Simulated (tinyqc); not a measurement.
Worked calculation: empirical pseudopotential in a few plane waves. One step of it, computed by the program tinyqc.

Problem. Levels at k. Diagonalise the Hermitian matrix.

H(k) at k (eV), lower triangle (Hermitian):
```
                     +0+0+0               -1-1-1               -1-1+1               -1+1-1
+0+0+0             0.757918
-1-1-1   2.270480-0.836999i            20.774948
-1-1+1  -2.270480-0.836999i   0.000000+0.476199i            15.861677
-1+1-1  -2.270480-0.836999i   0.000000+0.476199i             0.653073            16.407596
-1+1+1  -2.270480+0.836999i            -0.653073   0.000000+0.476199i   0.000000+0.476199i
+1-1-1  -2.270480-0.836999i   0.000000+0.476199i             0.653073             0.653073
+1-1+1  -2.270480+0.836999i            -0.653073   0.000000+0.476199i             0.000000
+1+1-1  -2.270480+0.836999i            -0.653073             0.000000   0.000000+0.476199i
+1+1+1   2.270480+0.836999i             0.000000            -0.653073            -0.653073
-2+0+0   0.000000-0.476199i  -2.270480+0.836999i  -2.270480-0.836999i  -2.270480-0.836999i
+0-2+0   0.000000-0.476199i  -2.270480+0.836999i  -2.270480-0.836999i   0.432931-0.346344i
+0+0-2   0.000000-0.476199i  -2.270480+0.836999i   0.432931-0.346344i  -2.270480-0.836999i
+0+0+2   0.000000+0.476199i  -0.432931-0.346344i   2.270480+0.836999i  -0.432931+0.346344i
+0+2+0   0.000000+0.476199i  -0.432931-0.346344i  -0.432931+0.346344i   2.270480+0.836999i
+2+0+0   0.000000+0.476199i  -0.432931-0.346344i  -0.432931+0.346344i  -0.432931+0.346344i

                     -1+1+1               +1-1-1               +1-1+1               +1+1-1
-1+1+1            11.494325
+1-1-1             0.000000            17.317461
+1-1+1             0.653073   0.000000+0.476199i            12.404190
+1+1-1             0.653073   0.000000+0.476199i             0.653073            12.950109
+1+1+1   0.000000+0.476199i            -0.653073   0.000000+0.476199i   0.000000+0.476199i
-2+0+0   2.270480-0.836999i   0.432931-0.346344i  -0.432931-0.346344i  -0.432931-0.346344i
+0-2+0  -0.432931-0.346344i  -2.270480-0.836999i   2.270480-0.836999i  -0.432931-0.346344i
+0+0-2  -0.432931-0.346344i  -2.270480-0.836999i  -0.432931-0.346344i   2.270480-0.836999i
+0+0+2  -2.270480+0.836999i  -0.432931+0.346344i  -2.270480+0.836999i   0.432931+0.346344i
+0+2+0  -2.270480+0.836999i  -0.432931+0.346344i   0.432931+0.346344i  -2.270480+0.836999i
+2+0+0   0.432931+0.346344i   2.270480+0.836999i  -2.270480+0.836999i  -2.270480+0.836999i

                     +1+1+1     -2+0+0     +0-2+0     +0+0-2
+1+1+1             8.036838
-2+0+0  -0.432931+0.346344i  22.412705
+0-2+0  -0.432931+0.346344i   0.653073  23.322570
+0+0-2  -0.432931+0.346344i   0.653073   0.653073  23.868489
+0+0+2  -2.270480-0.836999i  -0.653073  -0.653073   0.000000
+0+2+0  -2.270480-0.836999i  -0.653073   0.000000  -0.653073
+2+0+0  -2.270480-0.836999i   0.000000  -0.653073  -0.653073

           +0+0+2     +0+2+0     +2+0+0
+0+0+2  14.041947
+0+2+0   0.653073  14.587866
+2+0+0   0.653073   0.653073  15.497731
```

Give: eigenvalues.

Solution.

eigenvalues (eV): -2.699  6.148  8.706  8.926  11.884  13.825  14.035  15.730  16.559  17.090  19.330  21.978  24.181  24.767  29.275
